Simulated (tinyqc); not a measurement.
Inside a calculation. Method: harmonic frequencies on the RHF/sto-6g surface (energies and gradients from PySCF), for BeH+, spin multiplicity 1. Computed by tinyqc, a small Python program that keeps every step (integrals from PySCF). Settings: charge = 1, multiplicity = 1, basis = sto-6g, delta = 0.005. Command: `OMP_NUM_THREADS=1 python tinyqc.py 29137 29138 out.jsonl` (the two numbers bound the seeds that draw the settings). One thread of a shared host (Intel(R) Xeon(R) Processor @ 2.60GHz), about 1 s of CPU time with the checks.

## One row of the Hessian: 1Bez

optimised positions (bohr), order 1Be, 2H:
```
[[0.000000, 0.000000, -0.062535],
 [0.000000, 0.000000, 2.422803]]
```

gradient at +delta (hartree/bohr), order 1Be, 2H:
```
[[0.00000000, 0.00000000, 0.00110974],
 [0.00000000, 0.00000000, -0.00110974]]
```

gradient at -delta (hartree/bohr), order 1Be, 2H:
```
[[0.00000000, 0.00000000, -0.00107480],
 [0.00000000, 0.00000000, 0.00107480]]
```

Displace 1Bez by +/-0.005 bohr; H(k, :) = (g(+) - g(-)) / (2 delta).

row of the Hessian (hartree/bohr^2): [0.00000000, 0.00000000, 0.21845430, 0.00000000, 0.00000000, -0.21845430]

## Hessian by finite differences

All rows are made in the same way, and the matrix is symmetrised.

Hessian (symmetrised) (hartree/bohr^2), order 1Bex, 1Bey, 1Bez, 2Hx, 2Hy, 2Hz:
```
[[-0.00000440, 0.00000000, 0.00000000, 0.00000440, 0.00000000, 0.00000000],
 [0.00000000, -0.00000440, 0.00000000, 0.00000000, 0.00000440, 0.00000000],
 [0.00000000, 0.00000000, 0.21845430, 0.00000000, 0.00000000, -0.21845430],
 [0.00000440, 0.00000000, 0.00000000, -0.00000440, 0.00000000, 0.00000000],
 [0.00000000, 0.00000440, 0.00000000, 0.00000000, -0.00000440, 0.00000000],
 [0.00000000, 0.00000000, -0.21845430, 0.00000000, 0.00000000, 0.21845430]]
```

## Normal modes

masses (u): [9.012182, 1.007825]

Diagonalise H_ij / sqrt(m_i m_j); the 5 smallest eigenvalues belong to translations and rotations; wavenumber = sqrt(eigenvalue / 1822.888) x 219474.63; each mode has its largest component positive (the first on a tie); zero-point energy = sum of wavenumbers / 2, with 349.755 1/cm per kcal/mol.

eigenvalues of the mass-weighted Hessian (hartree/(bohr^2 u)): [-0.000005, -0.000005, 0.000000, 0.000000, 0.000000, 0.240998]

harmonic wavenumbers of the vibrations (1/cm): [2523.5]

mass-weighted modes, order 1Bex, 1Bey, 1Bez, 2Hx, 2Hy, 2Hz:
```
[[0.000000],
 [0.000000],
 [-0.317145],
 [0.000000],
 [0.000000],
 [0.948377]]
```

zero-point energy = 3.607589 kcal/mol
